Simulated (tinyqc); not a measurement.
Empty-lattice bands from Gamma to N: Brillouin zone and empty-lattice bands of the bcc structure.

Primitive vectors a (-1/2,1/2,1/2), a (1/2,-1/2,1/2), a (1/2,1/2,-1/2); one atom. Reciprocal vectors obey a_i.b_j = 2 pi delta_ij; k is given in units of 2 pi/a. Empty-lattice levels are c0 (2 pi/a)^2 |k + G|^2, c0 = hbar^2/2m0. Points: H = (1, 0, 0), N = (0.5, 0.5, 0), P = (0.5, 0.5, 0.5).

Constants: hbar^2/2m0 = 3.80998211 eV angstrom^2.

Values chosen for the exercise (out of a larger set: lattice near that of Na; not measured data): a = 4.289 angstrom (lattice constant).

k = f x N; the eight lowest levels, degenerate ones repeated.

Levels (eV):
```
f         1      2      3      4      5      6      7      8
0.000  0.00  16.35  16.35  16.35  16.35  16.35  16.35  16.35
0.167  0.11  13.74  15.10  15.10  15.10  15.10  16.47  16.47
0.333  0.45  11.36  14.08  14.08  14.08  14.08  16.81  16.81
0.500  1.02   9.20  13.29  13.29  13.29  13.29  17.38  17.38
0.667  1.82   7.27  12.72  12.72  12.72  12.72  18.17  18.17
0.833  2.84   5.56  12.38  12.38  12.38  12.38  19.19  19.19
1.000  4.09   4.09  12.26  12.26  12.26  12.26  20.44  20.44
```

Band 1 is the parabola f^2 x 4.09 eV. The next levels start from the first shell of G at 16.35 eV; a branch falls at first if its G has a component against k, and branches cross. The second level ends at 4.09 eV and meets band 1 at the zone surface.

Run: tinyqc, `OMP_NUM_THREADS=1 python tinyqc.py 1880947 1880948 out.jsonl`; Intel(R) Xeon(R) Processor @ 2.30GHz, one thread, shared host; about 0.01 s of CPU time with all checks.
